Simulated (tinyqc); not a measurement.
# Planar ballistic transistor, top-of-the-barrier model: effect of the temperature

At the top of the source barrier, states moving towards the drain are filled by the source (Fermi level 0) and states moving back by the drain (Fermi level -q Vd); nothing scatters. U is the shift of the band edge there, set by the capacitances CG, CD and CS (the total) and by the charge. Parabolic two-dimensional band; the source is grounded.

N0 = gv m kB T/(pi hbar^2), CG = eps0 eox/tox, vT = sqrt(2 kB T/(pi m)), CS = CG/aG, n0 = n at U = 0 and Vd = 0. eta1 = -(E0 + U)/Vt, eta2 = eta1 - Vd/Vt, n = (N0/2)[F_0(eta1) + F_0(eta2)], F_0(x) = ln(1 + exp x). U = UL + q (n - n0)/CS with UL = -(aG Vg + aD Vd), energies in eV. I = q (N0/2) vT [F_(1/2)(eta1) - F_(1/2)(eta2)] per width, F_(1/2)(x) = (2/sqrt(pi)) int_0^infinity u^(1/2)/(1 + exp(u - x)) du. CQ = (q/Vt) dn/d(eta1). E0 is held fixed.

Values chosen for this exercise; mass and valleys close to those of gallium arsenide:
- m = 0.0675 m0 (effective mass)
- gv = 1 (valley degeneracy)
- eox = 3.9 (relative permittivity of the gate insulator)
- tox = 3.4 nm (insulator thickness)
- aG = 0.9 (gate control CG/CS)
- aD = 0.08 (drain control CD/CS)
- E0 = 0.34 eV (band edge at the barrier top above the source Fermi level at zero bias)
- Vg = 0.6 V (gate voltage)
- Vd = 0.6 V (drain voltage)

Constants: q = 1.602176634e-19 C, kB = 1.380649e-23 J/K, hbar = 1.054571817e-34 J s, m0 = 9.1093837015e-31 kg, Vt = kB T/q, eps0 = 8.8541878128e-14 F/cm where lengths are in cm. Results are converted to the units shown.

Result of one run:
```
T (K)	eta1	n (cm^-2)	I (uA/um)	mean velocity I/(q n) (cm/s)	CQ/CS
360	2.6163	1.1751e12	604.58	3.2112e7	1.8653
```

What becomes of these results when the temperature T is changed from 360 to 120 K, all else the same?

Result of the changed run:
```
T (K)	eta1	n (cm^-2)	I (uA/um)	mean velocity I/(q n) (cm/s)	CQ/CS
120	7.9896	1.1648e12	529.92	2.8394e7	2.0010
```

The whole series:
```
T (K)	eta1	n (cm^-2)	I (uA/um)	mean velocity I/(q n) (cm/s)	CQ/CS
50	19.176	1.1648e12	521.48	2.7943e7	2.0017
77	12.452	1.1648e12	523.89	2.8072e7	2.0016
120	7.9896	1.1648e12	529.92	2.8394e7	2.0010
180	5.3233	1.1652e12	542.77	2.9075e7	1.9919
240	3.9826	1.1666e12	560.14	2.9968e7	1.9650
300	3.1684	1.1698e12	581.03	3.1000e7	1.9208
360	2.6163	1.1751e12	604.58	3.2112e7	1.8653
420	2.2137	1.1825e12	630.23	3.3264e7	1.8044
```

As T goes from 50 to 420 K, n rises from 1.16e12 to 1.18e12 cm^-2, the mean velocity rises from 2.79e7 to 3.33e7 cm/s and the current rises from 521 to 630 uA/um. CQ/CS goes from 2.0 to 1.8.

Numbers from tinyqc (`OMP_NUM_THREADS=1 python tinyqc.py 2400021 2400022 out.jsonl`; about 0.01 s on one thread of a shared Intel Xeon 2.30GHz).
